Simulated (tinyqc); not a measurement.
Van der Pauw, Hall and four-point-probe measurements on a doped layer: one step of the calculation.

A uniform p-type layer with sheet resistance Rs = 1/(q ns mu), point contacts, low field (mu B small).

Task. New z. The van der Pauw equation exp(-pi RA z) + exp(-pi RB z) = 1 is solved for z = 1/Rs: e1 = exp(-pi RA z), e2 = exp(-pi RB z), f = e1 + e2 - 1, f' = -pi (RA e1 + RB e2), z(new) = z - f/f'.

z at the start = 0.0030858241 mS
RA = 2591.4776 ohm
RB = 1.4040799e5 ohm

Find: e1; e2; f; f'; z after iteration 1.

Result.

e1 = 0.97519
e2 = 0.25636
f = 0.23155
f' = -121.02 kohm
z after iteration 1 = 0.0049991 mS

Program tinyqc, `OMP_NUM_THREADS=1 python tinyqc.py 2850118 2850119 out.jsonl`; Intel Xeon 2.30GHz, shared host, one thread, about 0.02 s.
